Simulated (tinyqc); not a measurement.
Transfer-length model of a contact: two steps of the calculation.

A metal contact of length d and width W on a thin layer of the same width. The metal has no resistance, the sheet resistance under it equals Rsh, and current enters the layer at the front edge x = 0.

Parameters, values chosen for the exercise:
- rc = 4.6e-7 ohm cm^2 (specific contact resistivity)
- d = 1.5 um (contact length)
- W = 61 um (contact width)

Task 1. Straight-line fit. Pairs of such contacts at gaps L have R_T = Rsh L/W + 2 Rc. The values of R_T were made from Rsh and rc and are treated as data. Least squares: slope = sum (L - mean L)(R_T - mean R_T)/sum (L - mean L)^2, intercept = mean R_T - slope mean L. Rsh = slope W, Rc = intercept/2, and A = Rc/slope is half the distance from the origin to the zero of the line.

| gap | L (um) | R_T (ohm) |
|---|---|---|
| 1 | 3.1 | 4.7619 |
| 2 | 4.1 | 5.7127 |
| 3 | 5.4 | 6.9488 |
| 4 | 7.1 | 8.5651 |
| 5 | 9.4 | 10.752 |

Wanted: slope; intercept; Rsh; Rc; A.

Result 1.

slope = 0.95081 ohm/um
intercept = 1.8144 ohm
Rsh = 57.999 ohm/sq
Rc = 0.90720 ohm
A = 0.95414 um

Task 2. Contact resistivity. rc = Rsh Lt^2. Short cuts: Rsh A^2 (long contact, Lt = A) and Rc W d (short contact, even current).

Rsh = 57.999263 ohm/sq
Rc = 0.90719992 ohm
A = 0.95413618 um
converged Lt = 0.89060167 um

Find: rc; Rsh A^2; Rc W d.

Result 2.

rc = 4.600e-7 ohm cm^2
Rsh A^2 = 5.280e-7 ohm cm^2
Rc W d = 8.301e-7 ohm cm^2

The extracted rc is within 0.01 % of the value 4.6e-7 ohm cm^2 that made the data.

Program tinyqc, `OMP_NUM_THREADS=1 python tinyqc.py 2760001 2760002 out.jsonl`; Intel Xeon 2.30GHz, shared host, one thread, about 0.01 s.
